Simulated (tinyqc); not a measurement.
From results back to parameters: configuration-coordinate model of carrier capture at a defect. Four cases, with inputs chosen for the exercise.

Problem. For two parabolas of equal curvature the ionisation peak lies at ET + ER, the emission barrier is (ER + ET)^2/(4 ER), and the standard deviation of the band at T = 0 is sqrt(ER hw). The values come from hidden ET, ER and hw.

Case 1.

ionisation peak = 0.5900 eV
emission barrier = 0.669423 eV
standard deviation at T = 0 = 0.074766 eV

Case 2.

ionisation peak = 1.3200 eV
emission barrier = 0.821887 eV
standard deviation at T = 0 = 0.162788 eV

Case 3.

ionisation peak = 1.2700 eV
emission barrier = 1.152071 eV
standard deviation at T = 0 = 0.115326 eV

Case 4.

ionisation peak = 1.6000 eV
emission barrier = 0.481203 eV
standard deviation at T = 0 = 0.230651 eV

Find: ET, ER, hw; capture barrier.

Solution. ER is the squared peak energy over four times the emission barrier; ET is the rest, hw = variance/ER, and the capture barrier is the emission barrier less ET.

Case 1.

ET, ER, hw (eV): 0.460  0.130  0.043

capture barrier = 0.209 eV

Case 2.

ET, ER, hw (eV): 0.790  0.530  0.050

capture barrier = 0.032 eV

Case 3.

ET, ER, hw (eV): 0.920  0.350  0.038

capture barrier = 0.232 eV

Case 4.

ET, ER, hw (eV): 0.270  1.330  0.040

capture barrier = 0.211 eV

Computed by tinyqc, one run a case: `OMP_NUM_THREADS=1 python tinyqc.py N N+1 out.jsonl` with N = 1452777, 1452779, 1452828, 1452831; one thread of a shared Intel(R) Xeon(R) Processor @ 2.30GHz, about 0.01 s a run at most.
